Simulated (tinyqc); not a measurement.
Worked calculation: longitudinal sound in a periodic multilayer: transfer matrices, stop bands and folded phonons. Computed by tinyqc, a small Python program that keeps every step. Command: `OMP_NUM_THREADS=1 python tinyqc.py 3019011 3019012 out.jsonl multilayer walk`. One thread of a shared host (Intel(R) Xeon(R) Processor @ 2.30GHz), about 0.01 s of CPU time with the checks. Intermediate numbers are printed to about 6 digits and carried at full precision; extremes and crossings named in words are read from the listed rows.

Layers 1 and 2 repeat with period d = d_1 + d_2; waves travel normal to the layers, without loss. State vector (u, s): displacement u and stress divided by omega. Impedances Z = rho v are in 1e6 kg/(m^2 s).

Inputs (values chosen for the exercise, modelled on silica (layer 1), aluminium nitride (layer 2) and gallium arsenide (substrate)):
```
quantity                    value    unit
density rho_1                2.19  g/cm^3
velocity v_1                 6080     m/s
thickness d_1                2.45      nm
density rho_2                3.32  g/cm^3
velocity v_2                10800     m/s
thickness d_2                4.51      nm
substrate density             5.3  g/cm^3
substrate velocity           4750     m/s
periods N                      12       -
frequency f                   494     GHz
optical wave vector q d/pi  0.073       -
```

## Impedances, mean velocity and Bragg frequency

Z = rho v; interface reflection r = (Z_2 - Z_1)/(Z_2 + Z_1) (stress amplitude, from 1 into 2); Bragg frequency f_B = 1/[2 (d_1/v_1 + d_2/v_2)]; long-wave velocity v_eff = d/sqrt[(d_1/v_1)^2 + (d_2/v_2)^2 + (Z_1/Z_2 + Z_2/Z_1)(d_1/v_1)(d_2/v_2)].

Z_1 = 13.3152

Z_2 = 35.856

Z of the substrate = 25.175

interface reflection r = 0.458415

Bragg frequency f_B = 609.345 GHz

long-wave velocity v_eff = 7538.61 m/s

Caution: at these frequencies damping, strong in glasses, and rough interfaces, both left out here, can weaken the stop bands; layers only a few atoms thick are also beyond continuum acoustics.

## Transfer matrix of one period

A layer maps (u, s) by [[cos p, sin p/Z], [-Z sin p, cos p]], p = 2 pi f d_i/v_i; one period is M = M_2 M_1, and cos(q d) = trace(M)/2.

phase p_1 = 1.25075 rad

phase p_2 = 1.29616 rad

M:
```
           1          2
1  -0.253963  0.0277785
2   -14.2857   -2.37501
```

trace(M)/2 = -1.31448

|trace/2| > 1: f lies in a stop band, and the amplitude falls by a factor 2.168 a period.

## Transmission through N periods

For N periods A = M^N. A wave comes from a thick layer of material 1 and leaves into the substrate (Z_s): transmitted power T = 4 Z_1 Z_s/|Z_1 A_22 + Z_s A_11 - i (Z_1 Z_s A_12 - A_21)|^2, reflected power R = 1 - T.

A = M^N:
```
          1         2
1  -1307.75  -175.183
2   90091.3   12068.4
```

transmitted power T = 3.48532e-08

T in decibel = -74.5776 dB

## The first stop band

Gap m contains m f_B; its edges, where trace(M)/2 = (-1)^m, are found by root search. Weak-contrast estimate of the width: (4 f_B/pi) |r sin(m pi a)|, a = (d_1/v_1)/(d_1/v_1 + d_2/v_2).

lower edge = 424.651 GHz

upper edge = 793.944 GHz

width/f_B = 60.6049 %

transmitted power at f_B = 3.60707e-10

Caution: so small a transmitted power at f_B holds only for perfect layers and strictly normal incidence.

## The first four gaps

The formulas are those given above.

Stop bands (GHz):
```
m  lower edge  upper edge    width  weak-contrast estimate
1      424.65      793.94  369.293                 355.518
2     1208.81     1228.73   19.917                  19.914
3     1643.87     2011.91  368.039                 354.403
4     2417.65     2457.43   39.785                  39.765
```

With a = 0.491, gap 1 is the widest and gap 2 the narrowest: the layers are near a quarter wave each at f_B, so the even gaps almost close. The weak-contrast estimate misses the first width by -3.7 % at |r| = 0.46. Odd gaps open at the edge of the folded zone (q = pi/d), even ones at its centre.

## Mirror strength against the number of periods

The formulas are those given above.

Transmitted power:
```
N      T at f_B  T at f_B (dB)       T at f
1      0.656299       -1.82898     0.669703
2      0.134152       -8.72404     0.175840
3     0.0196741       -17.0611    0.0386153
4    0.00273834       -25.6251   0.00826712
6   5.22203e-05       -42.8216  3.75017e-04
8   9.94531e-07       -60.0238  1.69877e-05
12  3.60707e-10       -94.4284  3.48532e-08
16  1.30825e-13       -128.833  7.15073e-11
24  1.72093e-20       -197.642  3.00999e-16
```

At f_B each further period removes 8.60 dB at large N, which is 20 log10 of the impedance ratio, 8.60 dB, as for a quarter-wave stack; 99 % reflection needs N = 4 among these rows. At f, in a stop band, T decays as well. Values below about 1e-6 belong to the ideal stack: roughness and scattering into other modes, left out here, set a floor in a real one.

## Folded doublet seen in light scattering

Light transfers the wave vector q. Solve trace(M)/2 = cos(q d) on the first branch (Brillouin line) and on the two branches around 2 f_B (first folded doublet); 1/cm = 29.9792458 GHz.

Brillouin line = 39.5161 GHz

lower folded mode = 1178.01 GHz

upper folded mode = 1259.53 GHz

centre of the doublet = 40.6539 1/cm

splitting / twice the Brillouin frequency = 1.03148

The doublet is split by about twice the Brillouin frequency, as for a folded straight line; its centre measures the period.

Checks made by the program: trace against Rytov's formula cos p_1 cos p_2 - (1/2)(Z_1/Z_2 + Z_2/Z_1) sin p_1 sin p_2 (relative difference below 1e-10).
